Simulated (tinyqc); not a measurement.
Deep-level transient spectroscopy (DLTS) of one majority-carrier trap: one step, computed by the program tinyqc. Command: `OMP_NUM_THREADS=1 python tinyqc.py 3001947 3001948 out.jsonl dlts walk`. One thread of a shared host (Intel(R) Xeon(R) Processor @ 2.30GHz), about 0.08 s of CPU time with the checks.

A filling pulse loads the traps in a one-sided junction; under reverse bias they empty at the rate e, and the capacitance relaxes as C(t) = C_0 - dC exp(-e t). The signal is S = [C(t_2) - C(t_1)]/dC.

Task: Rate window and signal. S(e) = exp(-e t_1) - exp(-e t_2) peaks at the rate window e_0 = ln(t_2/t_1)/(t_2 - t_1).

Inputs (values chosen for the exercise, with mass and screening modelled on 4H-SiC): gate time t_1 = 0.003 s; ratio t_2/t_1 = 10; temperature T = 666 K.

Carriers: electrons. Extra term: Poole-Frenkel lowering.

emission rate e = 897665.7 1/s

Give: rate window e_0; peak height S_max; signal at T.

Result:

rate window e_0 = 85.28 1/s

peak height S_max = 0.6968

signal at T = 0

At this T the trap empties faster than the window, by a factor 10500: the point lies on the high-temperature side of the peak.
